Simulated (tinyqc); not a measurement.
# Undoped gate-all-around wire MOSFET, analytic charge model: two studies

An undoped round wire of radius R under an insulator shell and a surrounding gate; long channel, electrons only, n = ni exp((psi - V)/Vt) with V the quasi-Fermi potential (0 at the source, Vd at the drain), constant mobility, no quantisation. The radial Poisson equation gives n(r) = n(0)/(1 - (1 - b) r^2/R^2)^2 with b = Q0/(Q + Q0). Q is the electron charge per area of the wire surface.

Parameters, values chosen for the exercise; material values those of a made-up semiconductor:
```
symbol,value,unit,meaning
T,293,K,temperature
Eg,1.3,eV,band gap
eps_r,13.6,,relative permittivity of the semiconductor
Nc,2.47e19,cm^-3,conduction-band density of states at T
Nv,2.94e19,cm^-3,valence-band density of states at T
eox,8.71,,relative permittivity of the gate insulator
tox,6.2,nm,insulator thickness
R,10,nm,wire radius
dphi,-0.06,V,gate work function less that of the intrinsic body
mu,110,cm^2/(V s),channel mobility
L,0.2,um,gate length
Vd,1,V,drain voltage
```

Constants: q = 1.602176634e-19 C, kB = 1.380649e-23 J/K, Vt = kB T/q, eps0 = 8.8541878128e-14 F/cm where lengths are in cm. Results are converted to the units shown.

Each table varies one quantity; the others keep the values above.

## Effect of the wire radius

ni = sqrt(Nc Nv) exp(-Eg/(2 Vt)), Eg in volts; Cox = eps0 eox/(R ln(1 + tox/R)); Q0 = 4 eps0 eps_r Vt/R; V0 = dphi + Vt ln[8 eps0 eps_r Vt/(q ni R^2)]. Q solves Vg - V0 - V = Q/Cox + Vt ln(Q/Q0) + Vt ln(1 + Q/Q0). I = mu (2 pi R/L)[2 Vt (Qs - Qd) + (Qs^2 - Qd^2)/(2 Cox) + Vt Q0 ln((Qd + Q0)/(Qs + Q0))], with Qs at V = 0 and Qd at V = Vd.  I(low) is taken at Vg = 0.27 V, Qs and I(high) at Vg = 1.02 V.

Effect of the wire radius:
```
R (nm)  V0 (V)  I(low) (nA)  Qs(high) (nC/cm^2)  I(high) (uA)
3.3     0.5734     6.424e-4               871.4         2.332
4.7     0.5555     0.001303               782.9         3.046
6.5     0.5391     0.002492               720.8         3.945
9.1     0.5221     0.004885               671.6         5.224
13      0.5041     0.009968               632.6         7.128
18      0.4877      0.01911               606.3         9.558
25      0.4711      0.03685               586.4         12.96
```

As R goes from 3.3 to 25 nm, I(low) rises from 6.42e-4 to 0.0369 nA and I(high) rises from 2.33 to 13.0 uA. On average I(low) goes as R^(2.00) and I(high) goes as R^(0.85). Below threshold the charge is proportional to the cross-section of the body; above it the insulator sets the charge. In every row the surface density at the source at the higher gate voltage passes 0.3 Nc, where Boltzmann statistics fail. At R = 25 nm mu V/L at the higher gate voltage, with V the smaller of Vd and Vg - V0, passes 3e6 cm/s, so velocity saturation would lower the current. For R = 3.3 to 4.7 nm the body is thin enough for quantum confinement, left out here, to raise the threshold.

## Effect of the gate work function less that of the intrinsic body

Same model as above.

Effect of the gate work function less that of the intrinsic body:
```
dphi (V)  V0 (V)  I(low) (nA)  Qs(high) (nC/cm^2)  I(high) (uA)
-0.21     0.3674        2.156               878.4         9.650
-0.16     0.4174       0.3078               805.1         8.195
-0.11     0.4674      0.04270               732.3         6.867
-0.06     0.5174     0.005899               660.1         5.664
-0.01     0.5674     8.142e-4               588.7         4.586
0.04      0.6174     1.124e-4               518.1         3.630
0.09      0.6674     1.551e-5               448.6         2.795
```

Read the table: what changes, and by how much?

As dphi goes from -0.21 to 0.09 V, I(low) falls from 2.16 to 1.55e-5 nA and I(high) falls from 9.65 to 2.79 uA. V0 rises from 0.367 to 0.667 V. In every row the surface density at the source at the higher gate voltage passes 0.3 Nc, where Boltzmann statistics fail. For dphi = -0.21 to -0.11 V mu V/L at the higher gate voltage, with V the smaller of Vd and Vg - V0, passes 3e6 cm/s, so velocity saturation would lower the current.

Numbers from tinyqc (`OMP_NUM_THREADS=1 python tinyqc.py 2460018 2460019 out.jsonl`; about 0.02 s on one thread of a shared Intel Xeon 2.30GHz).
